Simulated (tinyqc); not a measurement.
Comparisons within one model: sp3s* tight binding. A value that a table varies takes the place of the one given here.

sp3s* tight binding, nearest neighbours only: anion (a) at 0, cation (c) at a/4 (1,1,1), orbitals s, px, py, pz, s* on each; k in units of 2 pi/a. With phases e_j = exp(i (pi/2) k.n_j) for n = (1,1,1), (1,-1,-1), (-1,1,-1), (-1,-1,1): g0 = (e1+e2+e3+e4)/4, g1 = (e1+e2-e3-e4)/4, g2 = (e1-e2+e3-e4)/4, g3 = (e1-e2-e3+e4)/4. The diagonal holds the levels Esa, Epa, Exa (s*) and Esc, Epc, Exc. Anion-cation block: <sa|sc> = Vss g0; <sa|xc> = Vsapc g1; <xa|sc> = -Vscpa g1; <xa|xc> = Vxx g0; <xa|yc> = <ya|xc> = Vxy g3, <xa|zc> = <za|xc> = Vxy g2, <ya|zc> = <za|yc> = Vxy g1; <s*a|xc> = Vxapc g1; <xa|s*c> = -Vpaxc g1; y and z take g2 and g3 in place of g1; s-s* and s*-s* vanish.

Values chosen for the exercise (near a published set for Si, fitted to gaps, whose masses and valley positions are rough; shifted at random, so the results belong to these values and not to a real crystal): Esa = -4.207 eV (s level of the anion); Epa = 1.719 eV (p level of the anion); Esc = -4.207 eV (s level of the cation); Epc = 1.719 eV (p level of the cation); Exa = 6.693 eV (s* level of the anion); Exc = 6.693 eV (s* level of the cation); Vss = -8.279 eV (s-s); Vxx = 1.717 eV (px-px); Vxy = 4.586 eV (px-py); Vsapc = 5.727 eV (s anion, p cation); Vscpa = 5.727 eV (s cation, p anion); Vxapc = 5.368 eV (s* anion, p cation); Vpaxc = 5.368 eV (p anion, s* cation); eta = 2 (scaling exponent); D001 = 0.8 (ratio -ezz/exx).

## What the s* orbital does

The s* couplings Vxapc and Vpaxc are scaled by f; f = 0 is the plain sp3 model. Gaps from the top of the valence band at Gamma; the Delta value is the minimum on (x,0,0), 0.5 <= x <= 1.

Gaps (eV):
```
f      Gamma   Delta       L  x of the minimum
0.00  3.4340  4.0898  4.0138             0.500
0.25  3.4340  3.8021  3.8284             0.500
0.50  3.4340  3.1463  3.4107             0.558
0.75  3.4340  2.1958  2.9362             0.698
0.90  3.4340  1.5859  2.6598             0.723
1.00  3.4340  1.1789  2.4843             0.732
1.10  3.4340  0.7747  2.1012             0.736
```

The gap at Gamma stays, since g1 to g3 vanish there. From f = 0 to 1 the s* levels lower the Delta value by 2.911 eV and L by 1.529 eV. For f = 0 and 0.25 the least value lies at x = 0.5, the end of the range: any valley further out lies above that value until s* has lowered it enough. The lowest of the three is Gamma at f = 0 and the Delta line at f = 1.

## Hydrostatic strain (sp3s* tight binding, strained)

Strain e moves each bond vector to d = (1 + e) d0 (no internal displacement for the diagonal strains used here) and k is given in fractions of the strained reciprocal cell, so the phases stay. Two-centre values Vss_sigma = Vss/4, Vsp_sigma = sqrt3 V/4 for each s-p and s*-p pair, Vpp_sigma = (Vxx + 2 Vxy)/4, Vpp_pi = (Vxx - Vxy)/4 are scaled by (d0/d)^eta and combined with the new direction cosines; the levels on the diagonal stay.

exx = eyy = ezz = e. Gaps as measured from the top of the valence band; the deformation potentials are (gap(0.01) - gap(-0.01))/0.06.

Gaps (eV):
```
e       Gamma   Delta       L  x of the minimum
-0.03  3.6497  1.1976  2.5521             0.721
-0.02  3.5756  1.1916  2.5424             0.725
-0.01  3.5037  1.1853  2.5326             0.728
0.00   3.4340  1.1789  2.4843             0.732
0.01   3.3663  1.1723  2.3817             0.735
0.02   3.3007  1.1654  2.2819             0.739
0.03   3.2369  1.1584  2.1849             0.743
```

gap deformation potentials (eV): Gamma -2.290, Delta -0.218, L -2.515

Per unit of volume strain the gaps move by -2.29 (Gamma), -0.22 (Delta) and -2.51 eV (L). The lowest valley stays the Delta line over the range. These potentials follow from the one exponent eta, which fitted models replace by one for each integral; with it the sizes are rough, the sign for Delta can be wrong (in Si, Ge and the III-V crystals measured values are small and positive), and the pressures at which valleys cross, and which valley takes over, are rough too. A gap of zero, where one is listed, marks an s level that has sunk below the valence top.

## Biaxial strain splits the top of the valence band (sp3s* tight binding, strained)

No spin-orbit coupling; k = 0; exx = eyy = e, ezz = -D001 e. The four bonds keep equal lengths, and the sums over them give Vxx(e) for px and py and Vzz(e) for pz; each level is the lower root of [[Epa, V], [V, Epc]], and the s level the upper root of the s block. The shear potential b follows from E(x,y) - E(z) = 3 b (exx - ezz), taken as the slope between e = -0.005 and 0.005.

Couplings and levels at Gamma (eV):
```
e           ezz  Vxx(e)  Vzz(e)   E(x,y)     E(z)  E(x,y) - E(z) (meV)  upper s level
-0.020   0.0160  1.6309  1.9710   0.0881  -0.2520                340.1         4.2036
-0.010   0.0080  1.6748  1.8424   0.0442  -0.1234                167.6         4.1380
-0.005   0.0040  1.6961  1.7793   0.0229  -0.0603                 83.2         4.1051
0.005   -0.0040  1.7374  1.6555  -0.0184   0.0635                -81.9         4.0388
0.010   -0.0080  1.7574  1.5948  -0.0384   0.1242               -162.6         4.0056
0.020   -0.0160  1.7961  1.4758  -0.0771   0.2432               -320.3         3.9388
```

b = -3.057 eV

Under tension in the plane (e > 0) the bonds tilt towards the plane, Vxx grows to 1.7574 and Vzz falls to 1.5948 eV at e = 0.01, and the pz state forms the top of the valence band, by 162.6 meV; under compression (e = -0.01) the px, py pair does, by 167.6 meV. The slope gives b = -3.06 eV, a rough value, since on-site strain terms are left out (measured values lie near -2 eV).

## What each parameter does

Gaps from the top of the valence band at Gamma; Delta is the minimum on (x,0,0), 0.5 <= x <= 1. A change on one sublattice alone makes the two atoms unequal. Each row changes one parameter from the base and keeps the others.

Results:
```
case              Ev (eV)  gap Gamma (eV)  gap Delta (eV)  gap L (eV)
base               0.0020          3.4340          1.1789      2.4843
Epa = 1.419 eV    -0.1545          3.4471          1.2639      2.5776
Epc = 2.019 eV     0.1455          3.4471          1.1037      2.3491
Esa = -4.407 eV    0.0020          3.4340          1.1620      2.4166
Vscpa = 5.427 eV   0.0020          3.4340          1.0966      2.3465
Esc = -4.507 eV    0.0020          3.4340          1.1532      2.3820
Exc = 6.893 eV     0.0020          3.4340          1.2145      2.4919
```

The largest shifts from the base row, up to three for each result and ties (the steps differ in size, so this ranks the rows, not the parameters). Ev (eV): Epa -0.1565, Epc +0.1435; unchanged at the printed digits by Esa, Vscpa, Esc and Exc. gap Gamma (eV): Epc +0.0131, Epa +0.0131; unchanged at the printed digits by Esa, Vscpa, Esc and Exc. gap Delta (eV): Epa +0.0850, Vscpa -0.0823, Epc -0.0752. gap L (eV): Vscpa -0.1378, Epc -0.1352, Esc -0.1023. Vscpa and Exc cannot move Ev or the gap at Gamma, whose blocks do not hold them; s parameters never move Ev, and move the gap only where the lowest empty level at Gamma is s-like.

Run: tinyqc, `OMP_NUM_THREADS=1 python tinyqc.py 1482809 1482810 out.jsonl`; Intel(R) Xeon(R) Processor @ 2.30GHz, one thread, shared host; about 0.07 s of CPU time with all checks.
